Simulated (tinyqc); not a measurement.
# Worked calculation: random telegraph noise from one oxide trap in a small MOSFET

Program tinyqc, `OMP_NUM_THREADS=1 python tinyqc.py 2710154 2710155 out.jsonl`; Intel Xeon 2.30GHz, shared host, one thread, about 0.01 s. Printed values are rounded.

An acceptor-like trap exchanges electrons with the channel. Inversion charge Q = Cox u, u = n Vt W0(exp((Vg - VT)/(n Vt))), W0 the Lambert function, n = nf, Cox = eps0 eox/tox; linear regime Id = (W/L) mu Q Vd. Relative to threshold the surface potential rises by Vt ln(u/u0) and the oxide voltage by the rest of Vg - VT, with u0 = n Vt W0(1).

Inputs (values chosen for the exercise); values of the order met in silicon transistors:
```
symbol  value        unit                                                                 meaning
T         350           K                                                             temperature
eox       3.9              relative permittivity of the gate insulator (close to silicon dioxide)
tox       1.1          nm                                                     insulator thickness
xt       0.34          nm                            depth of the trap from the channel interface
E0       0.25          eV                   trap level above the channel Fermi level at threshold
s0      5e-17        cm^2                                                       capture prefactor
EB       0.25          eV                                    capture barrier (lattice relaxation)
lt       0.15          nm                                                 tunnelling decay length
vth       2e7        cm/s                                                        thermal velocity
zi          2          nm                                        thickness of the inversion layer
VT       0.23           V                                                       threshold voltage
nf       1.12                                                                         body factor
W          86          nm                                                              gate width
L          23          nm                                                             gate length
mu        210  cm^2/(V s)                                                                mobility
asc         0         V s                              scattering coefficient of the charged trap
Vd        0.1           V                                                           drain voltage
Vg       0.74           V                                                            gate voltage
```

Constants: q = 1.602176634e-19 C, kB = 1.380649e-23 J/K, Vt = kB T/q, eps0 = 8.8541878128e-14 F/cm where lengths are in cm. Results are converted to the units shown.

Range of the model: VT is taken as given; short-channel effects and the uneven flow of current among few electrons are left out.

## Trap level, time constants and occupancy

N = Cox u/q; dpsi = Vt ln(u/u0); E = E0 - dpsi - (xt/tox)(Vg - VT - dpsi); capture time tc = 1/[(N/zi) vth s0 exp(-xt/lt - EB/Vt)]; emission time te = tc exp(-E/Vt); occupancy te/(tc + te).

u = 0.4245013 V
N = 8.317433e12 cm^-2
dpsi = 0.09344351 V
E = 0.02780267 eV
tc = 9.231729e-7 s
te = 3.672335e-7 s
occupancy = 0.2845875

The trap lies 0.92 Vt above the Fermi level, so it is filled 28.5 % of the time.

## Step height

A = W L; threshold step dV = q (1 - xt/tox)/(Cox A); gm/Id = 1/(u + n Vt); relative step dI/I = (gm/Id) dV + asc mu/A. Id as defined.

electrons in the channel N A = 164.5188
dV = 1.782725 mV
gm/Id = 2.182066 1/V
number part of dI/I = 0.3890024 %
dI/I = 0.3890024 %
Id = 104.6380 uA
dI = 407.0445 nA

## Lorentzian spectrum

Spectrum S(f) = 4 dI^2/{(tc + te)[(1/tc + 1/te)^2 + (2 pi f)^2]}; corner fc = (1/tc + 1/te)/(2 pi); variance dI^2 tc te/(tc + te)^2. Give S at f = 0, at fc and at 10 fc.

fc = 6.057889e5 Hz
S(0) = 3.544989e-20 A^2/Hz
S(fc) = 1.772494e-20 A^2/Hz
S(10 fc) = 3.509890e-22 A^2/Hz
rms current = 183.6657 nA

The rms value is 0.451 of the step; it reaches its largest share, 1/2, when tc = te.
